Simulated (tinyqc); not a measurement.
Rutherford backscattering from a thin compound film on silicon: kinematics, yields, composition and thickness. Changing the tilt of the sample. Computed by tinyqc, a small Python program. Command: `OMP_NUM_THREADS=1 python tinyqc.py 3013637 3013638 out.jsonl rbs sweep`. One thread of a shared host (Intel(R) Xeon(R) Processor @ 2.30GHz), about 0.01 s of CPU time with the checks.

Singly charged helium ions (Z1 = 2, M1 = 4.0026 u) enter at the tilt angle a1 to the normal and leave at a2 = |180 - theta - tilt| in the same plane. The film is A B_x.

Inputs (values chosen for the exercise, modelled on a helium beam on WSi2):
```
quantity                                value           unit
beam energy E0                            2.3            MeV
scattering angle theta                    160        degrees
heavy element: Z_A                         74              -
heavy element: mass M_A                 183.8              u
heavy element: stopping eps_A at 2 MeV    109  1e-15 eV cm^2
light element: Z_B                         14              -
light element: mass M_B                 28.09              u
light element: stopping eps_B at 2 MeV     50  1e-15 eV cm^2
atoms of B per atom of A, x              1.71              -
atomic density of the film               75.2         1/nm^3
film thickness d                           41             nm
collected charge                           25   microcoulomb
detector solid angle                      4.3            msr
detector resolution (FWHM)                 11            keV
```

Constants: e^2/(4 pi eps_0) = 14.39964548 eV angstrom; e = 1.602176634e-19 C.

Method:
- Kinematic factor K = [(sqrt(M^2 - M1^2 sin^2 theta) + M1 cos theta)/(M + M1)]^2.
- Surface edges lie at K E0; substrate silicon has M = 28.09 u. Mass resolution at M_A = resolution/(E0 dK/dM).
- Stopping per atom eps(E) = eps(2 MeV) (E/2 MeV)^(-0.4) (a law chosen for the exercise); Bragg rule eps_film = (eps_A + x eps_B)/(1 + x); areal density N d, with 1/nm^2 = 0.1 x 1e15/cm^2.
- Width of the signal of element i: [K_i eps(E0)/cos a1 + eps(K_i E0)/cos a2] N d; depth resolution = resolution x d/width of A; energy lost on the way in = eps(E0) N d/cos a1.
- Rutherford cross section in the laboratory frame: sigma = (Z1 Z e^2/(4 pi eps_0 4E))^2 (4/sin^4 theta) (r + cos theta)^2/r, r = sqrt(1 - (M1 sin theta/M)^2), times the screening factor 1 - 0.049 Z1 Z^(4/3)/E (E in keV); 1 angstrom^2 = 1e8 barn.
- Counts = (charge/e) x solid angle x sigma(E_mean) x areal density of the element/cos a1, E_mean = E0 - half the energy lost on the way in; 1 barn = 1e-24 cm^2. The ratio of areas returns x = (Y_B/Y_A)(sigma_A/sigma_B), with the counting error sqrt(1/Y_A + 1/Y_B).

One run for each value; columns: (1) tilt of the sample (degrees); (2) depth resolution (nm); (3) counting error of x without background (%); (4) energy lost on the way in (keV):
```
(1)     (2)      (3)     (4)
0    10.671  0.64035   20.93
15   10.832  0.62924   21.66
30   10.207  0.59549   24.16
45    8.830  0.53745   29.59
55    7.523  0.48332   36.48
65    5.925  0.41369   49.51
70    5.017  0.37120   61.18
75    4.026  0.32151   80.85
80    2.928  0.26104  120.50
```

What does the table show, and why?

Over the rows, depth resolution (nm) goes from 10.7 through a maximum among these rows, 10.8 at 15.0, to 2.93; counting error of x without background (%) falls from 0.640 to 0.261; energy lost on the way in (keV) rises from 20.9 to 121. Tilting lengthens the inward path at once but shortens the outward one up to 180 - theta, so only large tilts clearly sharpen the depth scale, until roughness and straggling (left out) take over.

Caution (all rows): the silicon signal of the film merges with that of the substrate, so only the width of A can be read directly. Caution (all rows): film and substrate silicon overlap, so Y_B must be separated by a fit.

Extremes, crossings and ranges named in words are read from the listed rows.
